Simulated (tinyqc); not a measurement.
Inside a calculation. Model: a spin-degenerate level with charging energy between two leads, rate equations.

Numbers from tinyqc (`OMP_NUM_THREADS=1 python tinyqc.py 2780106 2780107 out.jsonl`; about 0.01 s on one thread of a shared Intel Xeon 2.30GHz). Printed values are rounded.

States 0, up, down and 2 with energies 0, e1 - Ez/2, e1 + Ez/2 and 2 e1 + U. mu_L = +V/2, mu_R = -V/2 (meV), f(x) = 1/(1 + exp(x/kB T)). A transition that adds one electron of given spin at the energy E has the rate G f(E - mu) from each lead, and its reverse G [1 - f(E - mu)]. I counts electrons leaving the left lead, times q.

Inputs (values chosen for the exercise): charging energy of the second electron U = 8.4 meV; level e1 = -5.76 meV; tunnel rate to the left lead GL = 0.17 1/ns; tunnel rate to the right lead GR = 0.071 1/ns; temperature T = 2.4 K; bias V = 14 mV; Zeeman splitting Ez = 0 meV; time step dt = 0.81 ns.

Constants: q = 1.602176634e-19 C, kB = 1.380649e-23 J/K, Vt = kB T/q. Results are converted to the units shown.

Range of the model: Rate equations need hbar G well below kB T; cotunnelling and the Kondo effect are left out.

## Transition energies and Fermi factors

Transition energies: 0-up e1 - Ez/2, 0-down e1 + Ez/2, up-2 e1 + U + Ez/2, down-2 e1 + U - Ez/2.

| transition | E (meV) | fL | fR (1e-3) |
|---|---|---|---|
| 0-up | -5.760000 | 1.000000 | 2.483332 |
| 0-down | -5.760000 | 1.000000 | 2.483332 |
| up-2 | 2.640000 | 1.000000 | 0.000000 |
| down-2 | 2.640000 | 1.000000 | 0.000000 |

## Rate matrix

dp/dt = W p; W_ji is the rate from state i to j, and each column sums to zero.

W (1/ns):

|  | 0 | up | down | 2 |
|---|---|---|---|---|
| 0 | -0.3403526 | 0.0708237 | 0.0708237 | 0.0000000 |
| up | 0.1701763 | -0.2408237 | 0.0000000 | 0.0710000 |
| down | 0.1701763 | 0.0000000 | -0.2408237 | 0.0710000 |
| 2 | 0.0000000 | 0.1700000 | 0.1700000 | -0.1420000 |

## Steady state and current

Steady state: W p = 0 with sum p = 1. I = q GL sum over transitions i-j of [fL p_i - (1 - fL) p_j].

p: 0 0.0865138, up 0.2078767, down 0.2078767, 2 0.4977329
mean number of electrons = 1.411219
I = 16.03663 pA

In units of q GL GR/(GL + GR) = 8.02 pA the current is 2.00; two independent spin channels fully inside the bias window would give 2.

## Step 1: time step

p at the start: 0 1, up 0, down 0, 2 0

Explicit Euler step: p(new) = p + dt W p.

p after step 1: 0 0.7243144, up 0.1378428, down 0.1378428, 2 0.0000000

## Step 2: time step

As before.

p after step 2: 0 0.5404466, up 0.2107957, down 0.2107957, 2 0.0379619

## Relaxation from the empty dot

Stop when no probability changes by more than 1e-8 in a step, or after 400 steps.

Course of the iteration:

| step | p(0) | p(up) | p(down) | p(2) | largest change |
|---|---|---|---|---|---|
| 1 | 0.7243144 | 0.1378428 | 0.1378428 | 0.0000000 | 0.276 |
| 2 | 0.5404466 | 0.2107957 | 0.2107957 | 0.0379619 | 0.184 |
| 3 | 0.4156388 | 0.2463563 | 0.2463563 | 0.0916487 | 0.125 |
| 4 | 0.3293187 | 0.2608638 | 0.2608638 | 0.1489538 | 0.0863 |
| 5 | 0.2684603 | 0.2639384 | 0.2639384 | 0.2036630 | 0.0609 |
| 6 | 0.2247324 | 0.2611706 | 0.2611706 | 0.2529263 | 0.0493 |
| 7 | 0.1927422 | 0.2557484 | 0.2557484 | 0.2957611 | 0.0428 |
| 8 | 0.1689491 | 0.2494376 | 0.2494376 | 0.3321758 | 0.0364 |
| ... | ... | ... | ... | ... | ... |
| 72 | 0.0865138 | 0.2078767 | 0.2078767 | 0.4977327 | 3.87e-8 |
| 73 | 0.0865138 | 0.2078767 | 0.2078767 | 0.4977328 | 3.11e-8 |
| 74 | 0.0865138 | 0.2078767 | 0.2078767 | 0.4977328 | 2.50e-8 |
| 75 | 0.0865138 | 0.2078767 | 0.2078767 | 0.4977328 | 2.01e-8 |
| 76 | 0.0865138 | 0.2078767 | 0.2078767 | 0.4977328 | 1.62e-8 |
| 77 | 0.0865138 | 0.2078767 | 0.2078767 | 0.4977328 | 1.30e-8 |
| 78 | 0.0865138 | 0.2078767 | 0.2078767 | 0.4977328 | 1.05e-8 |
| 79 | 0.0865138 | 0.2078767 | 0.2078767 | 0.4977329 | 8.44e-9 |

The steps settle after 79 steps (64.0 ns) on the steady state above. The decay rates of W are 0.241, 0.241 and 0.482 1/ns; stability needs dt below 2 over the largest, 4.15 ns.
